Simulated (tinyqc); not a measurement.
What the s* orbital does: sp3s* tight binding.

sp3s* tight binding, nearest neighbours only: anion (a) at 0, cation (c) at a/4 (1,1,1), orbitals s, px, py, pz, s* on each; k in units of 2 pi/a. With phases e_j = exp(i (pi/2) k.n_j) for n = (1,1,1), (1,-1,-1), (-1,1,-1), (-1,-1,1): g0 = (e1+e2+e3+e4)/4, g1 = (e1+e2-e3-e4)/4, g2 = (e1-e2+e3-e4)/4, g3 = (e1-e2-e3+e4)/4. The diagonal holds the levels Esa, Epa, Exa (s*) and Esc, Epc, Exc. Anion-cation block: <sa|sc> = Vss g0; <sa|xc> = Vsapc g1; <xa|sc> = -Vscpa g1; <xa|xc> = Vxx g0; <xa|yc> = <ya|xc> = Vxy g3, <xa|zc> = <za|xc> = Vxy g2, <ya|zc> = <za|yc> = Vxy g1; <s*a|xc> = Vxapc g1; <xa|s*c> = -Vpaxc g1; y and z take g2 and g3 in place of g1; s-s* and s*-s* vanish.

Inputs chosen for the exercise (near a published set for Si, fitted to gaps, whose masses and valley positions are rough; not measured data): Esa = -4.199 eV (s level of the anion); Epa = 1.714 eV (p level of the anion); Esc = -4.199 eV (s level of the cation); Epc = 1.714 eV (p level of the cation); Exa = 6.676 eV (s* level of the anion); Exc = 6.676 eV (s* level of the cation); Vss = -8.304 eV (s-s); Vxx = 1.713 eV (px-px); Vxy = 4.577 eV (px-py); Vsapc = 5.712 eV (s anion, p cation); Vscpa = 5.712 eV (s cation, p anion); Vxapc = 5.385 eV (s* anion, p cation); Vpaxc = 5.385 eV (p anion, s* cation).

The s* couplings Vxapc and Vpaxc are scaled by f; f = 0 is the plain sp3 model. Gaps from the top of the valence band at Gamma; the Delta value is the minimum on (x,0,0), 0.5 <= x <= 1.

Gaps (eV):

| f | Gamma | Delta | L | x of the minimum |
|---|---|---|---|---|
| 0.00 | 3.4260 | 4.0772 | 4.0151 | 0.500 |
| 0.25 | 3.4260 | 3.7875 | 3.8281 | 0.500 |
| 0.50 | 3.4260 | 3.1268 | 3.4082 | 0.562 |
| 0.75 | 3.4260 | 2.1704 | 2.9328 | 0.699 |
| 0.90 | 3.4260 | 1.5581 | 2.6565 | 0.724 |
| 1.00 | 3.4260 | 1.1497 | 2.4813 | 0.732 |
| 1.10 | 3.4260 | 0.7442 | 2.0687 | 0.736 |

The gap at Gamma stays, since g1 to g3 vanish there. From f = 0 to 1 the s* levels lower the Delta value by 2.928 eV and L by 1.534 eV. For f = 0 and 0.25 the least value lies at x = 0.5, the end of the range: any valley further out lies above that value until s* has lowered it enough. The lowest of the three is Gamma at f = 0 and the Delta line at f = 1.

Program tinyqc; command `OMP_NUM_THREADS=1 python tinyqc.py 1481962 1481963 out.jsonl`; about 0.2 s on one thread of a shared Intel(R) Xeon(R) Processor @ 2.30GHz.
